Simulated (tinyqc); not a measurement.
# Resistance of a source-drain extension with a graded tip: what changes with what

y runs along the channel, the gate covers y > 0. The doping is N0 for y < y0 and N0 10^(-(y - y0)/la) beyond, uniform over the depth xj. Sheet conductance s(y) = q mu(N) max(N - Nch, 0) xj + (for y > 0) ma Cox Vo, with mu(N) = u0 + (u1 - u0)/(1 + (N/Nr)^au) and Cox = eps0 eox/tox. Current is taken as one-dimensional; depletion of the tip, spreading and the contact are left out. The metallurgical junction lies at yj, where N = Nch.

Inputs (values chosen for the exercise); mobility law close to that of holes in silicon: relative permittivity of the gate insulator (close to silicon dioxide) eox = 3.9; insulator thickness tox = 1.3 nm; active doping of the extension far from the gate N0 = 3e20 cm^-3; lateral abruptness la = 4.1 nm/decade; position under the gate where the fall begins (gate edge at 0) y0 = 2 nm; depth of the extension xj = 21 nm; channel doping Nch = 1.1e18 cm^-3; spacer length Ls = 7 nm; gate overdrive Vo = 0.58 V; mobility of the gate-induced layer ma = 56 cm^2/(V s); mobility at low doping u1 = 470.5 cm^2/(V s); mobility at high doping u0 = 44.9 cm^2/(V s); reference doping Nr = 2.23e17 cm^-3; exponent au = 0.719; gate length Lg = 60 nm.

Constants: q = 1.602176634e-19 C, eps0 = 8.8541878128e-14 F/cm where lengths are in cm. Results are converted to the units shown.

Each table varies one quantity; the others keep the values above.

## Abruptness at a fixed junction position

R_spacer = integral of dy/s from -Ls to 0, R_ov from 0 to yj, R_channel = (Lg - 2 yj)/(ma Cox Vo), R_total = 2 R_spacer + 2 R_ov + R_channel. Electrical length L_eff = ma Cox dR_total/d(1/Vo); R_series = R_total - L_eff/(ma Cox Vo). y0 is moved with la so that yj stays at 11.986 nm.

The same in every row: yj (nm) = 11.99; R_channel (ohm um) = 417.6.

Abruptness at a fixed junction position:
```
la (nm/decade)	R_spacer (ohm um)	R_ov (ohm um)	R_total (ohm um)	L_eff (nm)	R_series (ohm um)
1	1.472	10.16	440.8	36.79	14.44
1.9	1.472	17.08	454.7	37.47	20.41
2.8	1.472	23.99	468.5	38.14	26.38
3.7	1.472	30.91	482.3	38.82	32.36
4.6	1.472	37.82	496.2	39.50	38.33
5.4	1.542	43.90	508.5	40.10	43.65
6.3	2.111	50.28	522.4	40.78	49.75
7.2	3.350	56.07	536.4	41.44	56.13
```

As la goes from 1 to 7.2 nm/decade, R_total rises from 441 to 536 ohm um, R_spacer rises from 1.47 to 3.35 ohm um and R_ov rises from 10.2 to 56.1 ohm um. R_total changes on average by 15.4 ohm um for each nm/decade. L_eff exceeds the metallurgical length by 0.761 nm in the first row and 5.41 nm in the last, since the gate also controls the lightly doped tips.

## Effect of the active doping of the extension far from the gate

Same model as above.

Result of one run:
```
N0 (cm^-3)	yj (nm)	R_spacer (ohm um)	R_ov (ohm um)	R_channel (ohm um)	R_total (ohm um)	L_eff (nm)	R_series (ohm um)
1.7e20	10.98	2.541	34.00	441.0	514.1	41.15	37.16
```

What becomes of these results when the active doping of the extension far from the gate N0 is changed from 1.7e20 to 4e20 cm^-3, all else the same?

Result of the changed run:
```
N0 (cm^-3)	yj (nm)	R_spacer (ohm um)	R_ov (ohm um)	R_channel (ohm um)	R_total (ohm um)	L_eff (nm)	R_series (ohm um)
4e20	12.50	1.114	33.97	405.7	475.9	38.10	34.28
```

The whole series:
```
N0 (cm^-3)	yj (nm)	R_spacer (ohm um)	R_ov (ohm um)	R_channel (ohm um)	R_total (ohm um)	L_eff (nm)	R_series (ohm um)
2e19	7.165	18.03	33.63	529.4	632.7	48.82	66.77
3.1e19	7.945	12.25	33.86	511.3	603.5	47.24	55.96
4.7e19	8.686	8.426	33.96	494.1	578.9	45.74	48.69
7.2e19	9.445	5.700	34.00	476.5	555.9	44.21	43.41
1.1e20	10.20	3.838	34.00	459.0	534.7	42.70	39.75
1.7e20	10.98	2.541	34.00	441.0	514.1	41.15	37.16
2.6e20	11.73	1.690	33.98	423.5	494.8	39.63	35.45
4e20	12.50	1.114	33.97	405.7	475.9	38.10	34.28
```

As N0 goes from 2e19 to 4e20, R_total falls from 633 to 476 ohm um, L_eff falls from 48.8 to 38.1 nm and R_series falls from 66.8 to 34.3 ohm um.

Program tinyqc, `OMP_NUM_THREADS=1 python tinyqc.py 2282273 2282274 out.jsonl`; Intel Xeon 2.30GHz, shared host, one thread, about 0.03 s.
